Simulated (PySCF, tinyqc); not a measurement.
Inside a calculation. Method: MP2 on RHF in the sto-3g basis, for H3+, spin multiplicity 1. The lowest restricted solution is unstable here: a spin-polarised one lies 0.0003 hartree lower (PySCF). One step of it, computed by the program tinyqc.

Task: Second-order Moller-Plesset energy. E2 = sum_ijab (ia|jb) [2 (ia|jb) - (ib|ja)] / (e_i + e_j - e_a - e_b) over occupied i, j and virtual a, b; the opposite-spin part is (ia|jb)^2 / denominator, the rest is same-spin, and SCS-MP2 scales them by 6/5 and 1/3.

orbital energies (hartree): [-0.938982, -0.334153, 0.223494]

Two-electron integrals over orbitals (pq|rs), unique and non-zero (hartree):
```
(11|11) 0.559317    (21|11) -0.000214   (21|21) 0.146447    (22|11) 0.473671
(22|21) 0.000324    (22|22) 0.527093    (31|11) 0.094835    (31|21) 0.000073
(31|22) -0.041112   (31|31) 0.137134    (32|11) 0.000114    (32|21) -0.142035
(32|22) -0.000337   (32|31) -0.000185   (32|32) 0.159743    (33|11) 0.564372
(33|21) -0.000321   (33|22) 0.503158    (33|31) 0.081683    (33|32) 0.000260
(33|33) 0.601977
```

Hartree-Fock energy = -1.17790745 hartree

Give: Terms; Pair energies; MP2 correlation energy; SCS-MP2 correlation energy; MP2 total energy.

Result:

Terms:
```
i  j  a  b   (ia|jb)   (ib|ja)  denominator       term
1  1  2  2    0.1464    0.1464      -1.2097    -0.0177
1  1  3  3    0.1371    0.1371      -2.3250    -0.0081
1  1  2  3  7.31e-05  7.31e-05      -1.7673  -3.02e-09
1  1  3  2  7.31e-05  7.31e-05      -1.7673  -3.02e-09
```

Pair energies (hartree; pair i-j sums ij and ji):
```
pair  opposite spin  same spin
1-1         -0.0258          0
```

MP2 correlation energy = -0.025818 hartree

SCS-MP2 correlation energy = -0.030982 hartree

MP2 total energy = -1.203726 hartree
